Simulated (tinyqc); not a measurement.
Kinetic Monte Carlo and master equation for a particle on a ring of sites with traps and bias: one step, computed by the program tinyqc. Command: `OMP_NUM_THREADS=1 python tinyqc.py 3024333 3024334 out.jsonl kmc walk`. One thread of a shared host (Intel(R) Xeon(R) Processor @ 2.30GHz), about 0.06 s of CPU time with the checks.

5 sites on a ring, numbered 1 to 5. The saddle between i and i+1 lies at E0 + s b_i and site i at s eps_i; a force F tilts the landscape, with the saddle half-way.

Task: Steady state. Master equation dP/dt = W P, W_(i+1,i) = k right, W_(i-1,i) = k left, columns summing to zero. The steady state is its null vector; drift v = a sum P_i (k right - k left). D = a^2 lambda''(0)/2, where lambda(q) is the leading eigenvalue of W with right hops weighted by exp(q) and left hops by exp(-q). The slowest relaxation rate is minus the real part of the next eigenvalue of W. 1 angstrom = 1e-8 cm.

Inputs (values chosen for the exercise, for a model defect): temperature T = 840 K; site spacing a = 3.9 angstrom.

Disorder: both.

Rates, shares of right hops and mean stays:
```
site  k right (1/s)  k left (1/s)  share right  mean stay (s)
1      1.070406e+07  8.278534e+06    0.5638882   5.267984e-08
2      4.693753e+07  7.210345e+06    0.8668397   1.846794e-08
3      1.894496e+08  9.119091e+06    0.9540759   5.036042e-09
4      1.080091e+09  2.728265e+08    0.7983421   7.391434e-10
5      1.511966e+07  1.629073e+07    0.4813585   3.183661e-08
```

Constants: k_B = 8.617333262e-05 eV/K.

Give: occupations P_i; drift velocity v; diffusivity D; slowest relaxation rate.

Result:

occupations P_i: 0.4035  0.0856  0.0346  0.0105  0.4658

drift velocity v = 0.7219 cm/s

diffusivity D = 4.305e-08 cm^2/s

slowest relaxation rate = 4.182e+07 1/s
